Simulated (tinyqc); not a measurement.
Shift against diffusion length: interdiffusion of a quantum well during annealing: blurred potential and shift of the confined levels. Computed by tinyqc, a small Python program. Command: `OMP_NUM_THREADS=1 python tinyqc.py 3001969 3001970 out.jsonl qwi walk`. One thread of a shared host (Intel(R) Xeon(R) Processor @ 2.30GHz), about 0.07 s of CPU time with the checks.

A square well of width w is blurred by Fick diffusion with a constant coefficient; band offsets are linear in composition, masses are uniform, and strain and excitons are ignored.

Inputs (values chosen for the exercise, modelled on InGaAs in GaAs):
```
quantity                value  unit
well width w              8.5    nm
electron mass m_e      0.0604   m_0
hole mass m_h           0.366   m_0
conduction offset V_c    0.11    eV
valence offset V_v      0.085    eV
```

Constants: hbar^2/(2 m_0) = 3.80998212 eV angstrom^2.

Method:
- Square well, ground state: take the lowest root of k tan(k w/2) = kappa, k^2 = E/c, kappa^2 = (V - E)/c, c = hbar^2/(2m) with hbar^2/(2 m_0) in eV angstrom^2.
- With L = sqrt(D t) and the share at the centre erf(w/(4L)). After the anneal: V(z) = V {1 - (1/2)[erf((w/2 - z)/(2L)) + erf((w/2 + z)/(2L))]}, energies counted from the original well bottom. Finite differences on 3000 points over |z| < w/2 + 6L + 25 nm; shifts are taken against the same grid with cell-averaged square steps.
- First-order estimate for small L: the shift is 2 L^2 V |d(psi^2)/dz| at an edge, with psi the normalised square-well state: psi^2 = cos^2(k z)/(w/2 + 1/kappa) inside, so |d(psi^2)/dz| = k sin(k w)/(w/2 + 1/kappa).

electron level before the anneal = 33.7776 meV

hole level before the anneal = 8.88419 meV

Shifts (meV):
```
L/w   L (nm)  share at the centre  electron    hole      sum  first-order sum
0.02    0.17                    1     0.182    0.15    0.332          0.35250
0.04    0.34                    1       0.7   0.566    1.266           1.4100
0.07   0.595              1.00000     2.028    1.64    3.668           4.3181
0.1     0.85              0.99959     3.927   3.257    7.184           8.8125
0.15   1.275              0.98158     8.077   7.206   15.283           19.828
0.2      1.7              0.92290    12.941  12.368   25.309           35.250
0.3     2.55              0.76141    22.594  23.193   45.787           79.313
0.45   3.825              0.56794    33.858  35.649   69.507           178.45
0.7     5.95              0.38649    45.352  47.718    93.07           431.81
1        8.5              0.27633    53.012  55.346  108.358           881.25
```

The sum grows as L^1.93 between the first rows (L^2, linear in time, in first order) and as L^0.43 between the last, as it bends towards the limit V_c + V_v less the original levels, 152.3 meV. The first-order form is off by +6 % in the first row and +23 % at L/w = 0.1; it needs L well below the decay length 1/kappa. At L/w = 0.2 the hole level has moved by the larger share of its offset (14.6 % for the hole, 11.8 % for the electron). Caution: the well mass is used in the barriers too; a heavier barrier mass would lower these levels.
